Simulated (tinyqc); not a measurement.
From one set of inputs to another, one input at a time: precursor delivery by bubblers, mass-transport growth and the solid composition of a III-V alloy. Computed by tinyqc, a small Python program. Command: `OMP_NUM_THREADS=1 python tinyqc.py 3028612 3028613 out.jsonl movpe_thermo ladder`. One thread of a shared host (Intel(R) Xeon(R) Processor @ 2.30GHz), about 0.01 s of CPU time with the checks.

1 sccm = 44.615 micromol/min; 1 torr = 133.322 Pa. The sources decompose fully at the surface.

The inputs printed are set A. Set A is modelled on trimethylgallium (source 1) and trimethylindium (source 2) for the vapour pressures; the values taken over come from a set modelled on triethylgallium (source 1) and trimethylindium (source 2) for the vapour pressures. Inputs not listed in the table keep their values of set A, so the rows need not describe a real material.

Inputs (values chosen for the exercise, modelled on trimethylgallium (source 1) and trimethylindium (source 2) for the vapour pressures):

| quantity | value | unit |
|---|---|---|
| bath temperature T1 | 272 | K |
| bath temperature T2 | 303 | K |
| bubbler pressure p_b | 1400 | torr |
| carrier flow F1 | 6.2 | sccm |
| carrier flow F2 | 29 | sccm |
| total flow F_t | 27 | slm |
| group-V flow F_V | 42 | sccm |
| reactor pressure p | 200 | torr |

constants a, b of source 1 (log10 torr, K): 8.074  1703

constants a, b of source 2 (log10 torr, K): 10.51  3014

Method. log10 p_v = a - b/T_bath; molar flow = F x 44.615 x p_v/(p_b - p_v) for a saturated bubbler. p_i = p n_i/(44615 F_t), F_t in slm; p_V = p F_V/(1000 F_t), counted per molecule supplied; V/III = 44.615 F_V/(n1 + n2); vapour fraction of source 2 = n2/(n1 + n2).

Each row keeps all changes above it:

| input moved | from | to | molar flow 1 (micromol/min) | V/III ratio | vapour fraction of source 2 |
|---|---|---|---|---|---|
| set A | - | - | 13.470 | 111.17 | 0.20088 |
| bath temperature T1 (K) | 272 | 281 | 22.003 | 73.80 | 0.13336 |
| group-V flow F_V (sccm) | 42 | 200 | 22.003 | 351.45 | 0.13336 |
| carrier flow F1 (sccm) | 6.2 | 18 | 63.880 | 132.65 | 0.05034 |
| bath temperature T2 (K) | 303 | 306 | 63.880 | 130.99 | 0.06226 |
| carrier flow F2 (sccm) | 29 | 68 | 63.880 | 120.87 | 0.13471 |
| reactor pressure p (torr) | 200 | 100 | 63.880 | 120.87 | 0.13471 |
| total flow F_t (slm) | 27 | 5.8 | 63.880 | 120.87 | 0.13471 |

Molar flow 1 goes from 13.5 to 63.9, a factor 4.74 in all. The largest single move comes from carrier flow F1 (a factor 2.90). V/III ratio goes from 111 to 121, a factor 1.09 in all. The largest single move comes from group-V flow F_V (a factor 4.76), and carrier flow F1 works against it (a factor 0.377). Vapour fraction of source 2 goes from 0.201 to 0.135, a factor 0.671 in all. The largest single move comes from carrier flow F1 (a factor 0.377), and carrier flow F2 works against it (a factor 2.16). The single moves hold for this order of the switches; the total does not depend on the order.

Extremes, crossings and ranges named in words are read from the listed rows.
